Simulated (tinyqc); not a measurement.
Order-disorder in a binary alloy on two sublattices: Bragg-Williams and pair (quasi-chemical) approximations. Changing the temperature T. Computed by tinyqc, a small Python program. Command: `OMP_NUM_THREADS=1 python tinyqc.py 3022734 3022735 out.jsonl order sweep`. One thread of a shared host (Intel(R) Xeon(R) Processor @ 2.30GHz), about 0.01 s of CPU time with the checks.

All z = 4 neighbours of a site lie on the other sublattice. B fills the sublattices with x + eta/2 and x - eta/2; energies are per site, from the pure components: u = -z w y with y the probability of an A-B bond taken in one order.

Inputs (values chosen for the exercise, for a model alloy): ordering energy w = (e_AA + e_BB)/2 - e_AB = 38.6 meV; fraction x of B = 0.5.

Lattice: square (z = 4). Method: Newton steps.

scattering factors f_A, f_B (electrons): 36  66

Constants: k_B = 8.617333262e-05 eV/K.

Method:
- Bragg-Williams: u = -z w [x (1 - x) + eta^2/4]; minimising f gives ln[a (1 - b)/(b (1 - a))] = 2 z w eta/(k_B T) =: ln Q, a = x + eta/2, b = x - eta/2. For given Q this is a quadratic for eta, (Q - 1) eta^2/4 - (Q + 1) eta/2 + (Q - 1) x (1 - x) = 0, smaller root: the map eta -> phi(eta).
- Newton steps on phi(eta) - eta, with the slope by central differences of 1e-6; start at 0.999 times 2x; stop when |phi - eta| < 1e-10.
- a = x + eta/2, b = x - eta/2; u = -z w [x (1 - x) + eta^2/4]; s/k_B = [s2(a) + s2(b)]/2, s2(c) = -c ln c - (1 - c) ln(1 - c); gain on ordering = f(eta) - f(0), f = u - T s. Superlattice over fundamental intensity = [eta (f_B - f_A)/2]^2/[(1 - x) f_A + x f_B]^2.

One run for each value; columns: (1) temperature T (K); (2) order parameter eta; (3) B fraction on the A sublattice; (4) entropy s (k_B/site); (5) gain on ordering (meV/site); (6) intensity ratio:
```
(1)      (2)      (3)      (4)          (5)       (6)
358  0.98570  0.00715  0.04246  -1.7430e+01  0.084048
421  0.96802  0.01599  0.08198  -1.3999e+01  0.081062
485  0.93974  0.03013  0.13519  -1.0769e+01  0.076394
549  0.89901  0.05050  0.19997  -7.8655e+00  0.069915
613  0.84328  0.07836  0.27475  -5.3475e+00  0.061515
677  0.76876  0.11562  0.35810  -3.2662e+00  0.051124
741  0.66882  0.16559  0.44883  -1.6655e+00  0.038695
805  0.52885  0.23558  0.54593  -5.8303e-01  0.024194
869  0.29634  0.35183  0.64857  -5.1765e-02  0.007597
```

Over the rows, order parameter eta falls from 0.986 to 0.296 (exponent d ln y / d ln x -0.11 between the first rows and -7.6 between the last); B fraction on the A sublattice rises from 0.00715 to 0.352 (exponent d ln y / d ln x 5.0 between the first rows and 5.2 between the last); entropy s (k_B/site) rises from 0.0425 to 0.649 (exponent d ln y / d ln x 4.1 between the first rows and 2.3 between the last). Near T_c mean-field theory gives eta^2 linear in T_c - T; from the last two rows eta^2 extrapolates to zero at 898.3 K, against T_c = 895.9 K.

Caution (rows 549, 613, 677, 741, 805, 869): T is near or above the T_c of the better pair approximation, so the true long-range order is lower than Bragg-Williams gives.
